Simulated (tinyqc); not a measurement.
## Width from the threshold shift

Inverse problem. Undoped body with a flat potential across it, hard walls, transport along x. One isotropic valley (g = 1, mx = my = mz = me). Non-parabolicity enters the subband edges through E (1 + al E) = gamma, so E = 2 gamma/(1 + sqrt(1 + 4 al gamma)); motion within a subband is taken as parabolic with the band-edge mass. Energies are counted from the bulk band edge. gamma = C pi^2 [a^2/(my (t + dl)^2) + b^2/(mz (H + dl)^2)], C = hbar^2/(2 m0). Each subband has N_k = g sqrt(2 mx m0 kB T/(pi hbar^2)); without degeneracy n = exp(EF/Vt) sum N_k exp(-E_k/Vt). Classical value Nc times t H, Nc = sum over valleys of 2 g (m m0 kB T/(2 pi hbar^2))^1.5 with m = (mx my mz)^(1/3). Threshold shift dVT = Vt ln(classical value/sum N_k exp(-E_k/Vt)). Find t and the lowest subband edge.

Parameters, values chosen for the exercise; masses close to those of In0.53Ga0.47As:
```
symbol,value,unit,meaning
T,77,K,temperature
me,0.0408,m0,mass at the band edge
al,1.1,1/eV,non-parabolicity
dl,0,nm,widening of the box by penetration into the insulator
H,15.1,nm,height (along z)
```

Constants: q = 1.602176634e-19 C, kB = 1.380649e-23 J/K, hbar = 1.054571817e-34 J s, m0 = 9.1093837015e-31 kg, Vt = kB T/q, hbar^2/(2 m0) = 0.0380998212 eV nm^2. Results are converted to the units shown.

dVT = 99.713320 mV

Answer. dVT is evaluated for trial values of t with all subbands; between 1.5 and 25 nm one value matches.

t = 10.1 nm
E_1 = 116 meV

Computed by the program tinyqc: `OMP_NUM_THREADS=1 python tinyqc.py 2350111 2350112 out.jsonl`, one thread of a shared Intel Xeon 2.30GHz, about 0.1 s for the whole run.
